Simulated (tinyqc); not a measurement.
Width and zero-phonon weight against temperature: configuration-coordinate model of a defect: Huang-Rhys factor and luminescence line shape. Computed by tinyqc, a small Python program. Command: `OMP_NUM_THREADS=1 python tinyqc.py 3012722 3012723 out.jsonl ccline walk`. One thread of a shared host (Intel(R) Xeon(R) Processor @ 2.30GHz), about 0.01 s of CPU time with the checks.

Ground state E_g(Q) = (1/2) omega_g^2 Q^2; excited state E_e(Q) = E_0 + (1/2) omega_e^2 (Q - dQ)^2 with omega_e = omega_g and E_0 = E_ZPL. Q is mass-weighted; the dipole does not depend on Q (Condon approximation).

Inputs (values chosen for the exercise, for a model defect in a wide-gap host): zero-phonon energy E_ZPL = 1.64 eV; displacement dQ = 1.67 u^(1/2) angstrom; ground-state phonon hbar omega_g = 21.3 meV.

Modes: equal frequencies in both states.

Constants: hbar^2/u = 4.18015928e-03 eV angstrom^2; k_B = 8.617333262e-05 eV/K.

Method:
- S = hbar omega dQ^2/(2 hbar^2/u) for each state; relaxation energy S hbar omega; absorption at E_0 + S_e hbar omega_e, emission at E_0 - S_g hbar omega_g; the Stokes shift is their difference.
- Overlaps <m_e|n_g> of harmonic-oscillator functions (Hermite recursion, positive leading coefficients) by a sum over an even grid (700 points from x = -9 to 9 + d for the small table, 1500 points from -16 to 16 + d for the thermal sums), with x = Q sqrt(omega_g/hbar), d = sqrt(2 S_g) and frequency ratio omega_e/omega_g.
- Initial levels m = 0..24 carry Boltzmann weights exp(-m hbar omega_e/k_B T), normalised; final levels n = 0..79; a line lies at E_ZPL + m hbar omega_e - n hbar omega_g with weight w_m <m|n>^2. Moments are taken over these weights without the E^3 factor; FWHM = 2 sqrt(2 ln 2) x standard deviation; the zero-phonon weight is the sum of w_m <m|m>^2.
- For comparison: FWHM(0) sqrt(coth(hbar omega_e/2 k_B T)) with FWHM(0) from the first row, and exp(-S_g coth(hbar omega_e/2 k_B T)).

S_g = 7.10542

Against temperature:
```
T (K)  mean energy (eV)  FWHM (eV)  coth law (eV)  zero-phonon weight  exp(-S coth)
12               1.4887    0.13370        0.13370            0.000821    8.2065e-04
37               1.4887    0.13387        0.13387            0.000858    8.0612e-04
74               1.4887    0.13852        0.13852            0.001982    4.8693e-04
120              1.4887    0.15198        0.15198            0.005847    1.0291e-04
200              1.4887    0.18033        0.18033            0.014632    2.4335e-06
300              1.4887    0.21405        0.21405            0.023185    1.2312e-08
420              1.4887    0.24998        0.24998            0.029118    1.6299e-11
```

What follows from these numbers?

The width grows by a factor 1.87, flat while k_B T is well below hbar omega and as sqrt(T) above; for equal frequencies the coth law is exact. The mean energy stays fixed, as it must for equal frequencies. The zero-phonon weight goes from 8.21e-4 to 0.0291; the single exponential assumes equal frequencies, leaves out lines that absorb and emit the same number of phonons, and falls to 1.63e-11. The rise of the weight is a feature of one sharp mode; with a spread of mode energies those lines leave the zero-phonon energy and the weight falls.
